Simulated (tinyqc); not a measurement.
# Read current of a NAND string, cells in series solved by shooting: two studies

Cells in series, numbered from 0 at the source line (0 V) to the bit line, each followed by a gap resistance Rg. A cell with gate Vg, threshold VT, source Vs and drain Vd passes I = 2 nf K Vt^2 [F(Vs) - F(Vd)]/(1 + th max(Vg - VT, 0)), F(V) = ln^2(1 + exp((Vg - VT - nf V)/(2 nf Vt))). The selected cell has Vg = Vr, the others Vg = Vp.

Values chosen for this exercise; values of the order met in vertical NAND strings:

| symbol | value | unit | meaning |
|---|---|---|---|
| T | 300 | K | temperature |
| K | 5.8 | uA/V^2 | gain factor of a cell |
| nf | 1.6 |  | slope factor |
| th | 0.19 | 1/V | mobility reduction factor |
| Rg | 11 | kohm | resistance of the gap between cells |
| Vbl | 0.4 | V | bit-line voltage |
| Vp | 7.4 | V | pass voltage |
| Ve | -2 | V | threshold of an erased cell |
| Vh | 4.2 | V | threshold of the highest state |
| Vx | 2.4 | V | threshold of the selected cell |
| Is | 10 | nA | sensing current |
| Vr | 3.47 | V | read voltage on the selected word line |

Constants: q = 1.602176634e-19 C, kB = 1.380649e-23 J/K, Vt = kB T/q. Results are converted to the units shown.

Each table varies one quantity; the others keep the values above.

## Read current against the number of cells

For a trial current I start at 0 V and, cell by cell, solve for the drain: sqrt(F(Vd)) = sqrt(F(Vs) - I/k), k = 2 nf K Vt^2/(1 + th max(Vg - VT, 0)), Vd = [Vg - VT - 2 nf Vt ln(exp(sqrt F) - 1)]/nf, then add I Rg. The string current is the I for which the last node reaches Vbl. The apparent threshold is the Vr at which I = Is. Background: all other cells erased (VT = Ve) or all in the highest state (VT = Vh); ratio and shift are high over erased and high minus erased. The selected cell is in the middle, cell n/2.

Result of one run:
```
n	I, others erased (uA)	I, others high (uA)	ratio	apparent VT, erased (V)	apparent VT, high (V)	background shift (mV)
32	0.1763	0.1108	0.6285	2.447	2.457	9.283
```

What becomes of these results when the number of cells n is changed from 32 to 192, all else the same?

Result of the changed run:
```
n	I, others erased (uA)	I, others high (uA)	ratio	apparent VT, erased (V)	apparent VT, high (V)	background shift (mV)
192	0.03202	0.01925	0.6012	2.528	2.587	58.21
```

The whole series:
```
n	I, others erased (uA)	I, others high (uA)	ratio	apparent VT, erased (V)	apparent VT, high (V)	background shift (mV)
8	0.5396	0.3839	0.7114	2.435	2.438	2.306
16	0.3202	0.2109	0.6587	2.439	2.444	4.622
32	0.1763	0.1108	0.6285	2.447	2.457	9.283
64	0.09274	0.05679	0.6123	2.464	2.482	18.72
96	0.06292	0.03818	0.6068	2.480	2.508	28.32
128	0.04761	0.02875	0.6040	2.496	2.534	38.09
192	0.03202	0.01925	0.6012	2.528	2.587	58.21
```

With erased neighbours the current falls from 0.540 to 0.0320 uA, as n^(-0.75) between the first two rows and n^(-0.98) between the last two (-1 once the series resistance rules). The ratio falls from 0.711 to 0.601 and the background shift rises from 2.31 to 58.2 mV.

## Effect of the bit-line voltage

Same model as above.

The string has 64 cells and the selected one is cell 32.

Effect of the bit-line voltage:
```
Vbl (V)	I, others erased (uA)	I, others high (uA)	ratio	apparent VT, erased (V)	apparent VT, high (V)	background shift (mV)
0.1	0.02403	0.01536	0.6390	2.477	2.516	39.34
0.2	0.04754	0.02995	0.6301	2.464	2.483	19.22
0.3	0.07046	0.04377	0.6212	2.464	2.482	18.73
0.4	0.09274	0.05679	0.6123	2.464	2.482	18.72
0.5	0.1143	0.06899	0.6037	2.464	2.482	18.72
0.6	0.1350	0.08034	0.5953	2.464	2.482	18.72
0.7	0.1546	0.09082	0.5876	2.464	2.482	18.72
0.8	0.1727	0.1004	0.5811	2.464	2.482	18.72
```

What does the table show?

As Vbl goes from 0.1 to 0.8 V, the current with erased neighbours rises from 0.0240 to 0.173 uA, that with high neighbours rises from 0.0154 to 0.100 uA and the ratio falls from 0.639 to 0.581. The background shift falls from 39.3 to 18.7 mV.

Program tinyqc, `OMP_NUM_THREADS=1 python tinyqc.py 2142132 2142133 out.jsonl`; Intel Xeon 2.30GHz, shared host, one thread, about 0.6 s.
